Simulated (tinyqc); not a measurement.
Worked calculation: LDA (VWN5) atom on a uniform radial grid, spin-unpolarised, for O. Computed by tinyqc, a small Python program that keeps every step. Settings: Z = 8, points = 256, R = 7.6, functional = lda,vwn, mixing = 1.0, iteration cap = 88. Command: `OMP_NUM_THREADS=1 python tinyqc.py 31896 31897 out.jsonl` (the two numbers bound the seeds that draw the settings). One thread of a shared host (Intel(R) Xeon(R) Processor @ 2.60GHz), about 3 s of CPU time with the checks.

Spherical atom on a uniform radial grid r_j = j h with h = R/(N + 1), h sum u^2 = 1 and integrals as h times sums, u(0) = u(R) = 0 (atomic units):
```
parameter           value
Z                       8
points N              256
R                7.600000
h                0.029572
mixing           1.000000
electrons in 1s         2
electrons in 2s         2
electrons in 2p         4
```

Three-point differences turn -u''/2 + [l(l+1)/2r^2 - Z/r + V] u = e u into a tridiagonal matrix (diagonal 1/h^2 + potential, off-diagonal -1/2h^2). D = sum f u^2; the Hartree potential y/r solves y'' = -D/r with y(0) = 0, y(R) = N_e; v_xc comes from rho = D/(4 pi r^2); E = sum f e - int D V + int D (V_H/2 + eps_xc); V(new) = V + mixing (V_H + v_xc - V).

Stop when input and output potentials agree to 1e-7.

Course of the cycle (hartree):
```
iteration            E      e(1s)     e(2s)     e(2p)  largest |V(out) - V(in)|
1          -65.3035948  -31.56436  -7.97221  -8.00941                  2.15e+01
2          -66.1927762  -13.90819  -0.00970   0.15833                  1.04e+01
3          -71.0857034  -22.83267  -3.41760  -3.05262                  7.74e+00
4          -68.9836016  -15.90820  -0.19058   0.12424                  6.66e+00
5          -71.6221640  -21.90671  -2.85018  -2.44434                  6.32e+00
6          -69.5788962  -16.18482  -0.23537   0.11096                  6.07e+00
7          -71.7587991  -21.67364  -2.69890  -2.28345                  5.98e+00
8          -69.7612480  -16.25976  -0.24901   0.10636                  5.90e+00
9          -71.8033218  -21.59867  -2.64994  -2.23142                  5.87e+00
10         -69.8238338  -16.28470  -0.25369   0.10472                  5.84e+00
11         -71.8189447  -21.57250  -2.63285  -2.21326                  5.83e+00
...                ...        ...       ...       ...                       ...
78         -69.8589070  -16.29852  -0.25630   0.10380                  5.81e+00
79         -71.8277804  -21.55773  -2.62321  -2.20302                  5.81e+00
80         -69.8589070  -16.29852  -0.25630   0.10380                  5.81e+00
81         -71.8277804  -21.55773  -2.62321  -2.20302                  5.81e+00
82         -69.8589070  -16.29852  -0.25630   0.10380                  5.81e+00
83         -71.8277804  -21.55773  -2.62321  -2.20302                  5.81e+00
84         -69.8589070  -16.29852  -0.25630   0.10380                  5.81e+00
85         -71.8277804  -21.55773  -2.62321  -2.20302                  5.81e+00
86         -69.8589070  -16.29852  -0.25630   0.10380                  5.81e+00
87         -71.8277804  -21.55773  -2.62321  -2.20302                  5.81e+00
88         -69.8589070  -16.29852  -0.25630   0.10380                  5.81e+00
```

Can the last value be used, and what does the course show?

Not by the stop rule; and the uniform grid itself carries an error of order h^2 at the cusp, far above the threshold. Not converged within 88 iterations: the residual has stopped falling: the iteration swings between two states. Reruns (cap 100 unless said): mixing 0.3: converged in 49; mixing 0.6: converged in 20; the original settings with a cap of 400: not converged. Even converged, this uniform grid resolves the cusp poorly and misses the energy of the atom.
